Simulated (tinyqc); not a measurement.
Solid solubility of a dopant against its melt (retrograde solidus), clustering and the electrically active fraction. Changing the anneal temperature T_a. Computed by tinyqc, a small Python program. Command: `OMP_NUM_THREADS=1 python tinyqc.py 3012637 3012638 out.jsonl retro sweep`. One thread of a shared host (Intel(R) Xeon(R) Processor @ 2.30GHz), about 0.01 s of CPU time with the checks.

Inputs (values chosen for the exercise): total dopant density N_t = 1.8e+21 1/cm^3; atoms per cluster m = 4; cluster scale N* at 1273 K = 3.5e+20 1/cm^3; activation energy E_b of the cluster scale = 0.29 eV; mobility mu = 90 cm^2/(V s).

Clustering: clusters of m atoms, electrons left out.

Constants: k_B = 8.617333262e-05 eV/K; e = 1.602176634e-19 C.

Method. A highly soluble donor (another dopant than that of the solidus) is limited by clustering. Donors N_a are active, and clusters hold m atoms each: N_t = N_a + m C, m C = N* (N_a/N*)^m, with N*(T) = N*(1273 K) exp[-(E_b/k_B)(1/T - 1/1273)]. Resistivity = 1/(e mu N_a).

One run for each value:
```
anneal temperature T_a (K)  active density N_a (1/cm^3)  active fraction  resistivity (milliohm cm)
850                                           1.911e+20           0.1061                     0.3630
950                                           2.584e+20           0.1436                     0.2684
1050                                          3.289e+20           0.1827                     0.2108
1150                                          4.004e+20           0.2224                     0.1732
1250                                          4.711e+20           0.2617                     0.1472
1350                                          5.398e+20           0.2999                     0.1285
1450                                          6.059e+20           0.3366                     0.1145
1550                                          6.688e+20           0.3716                     0.1037
```

What does the table show?

Over the rows, active density N_a (1/cm^3) rises from 1.91e20 to 6.69e20 (exponent d ln y / d ln x 2.7 between the first rows and 1.5 between the last); active fraction rises from 0.106 to 0.372 (exponent d ln y / d ln x 2.7 between the first rows and 1.5 between the last); resistivity (milliohm cm) falls from 0.363 to 0.104 (exponent d ln y / d ln x -2.7 between the first rows and -1.5 between the last).

Caution (all rows): this clustering law is a generic form; degeneracy and a doping-dependent mobility are left out.
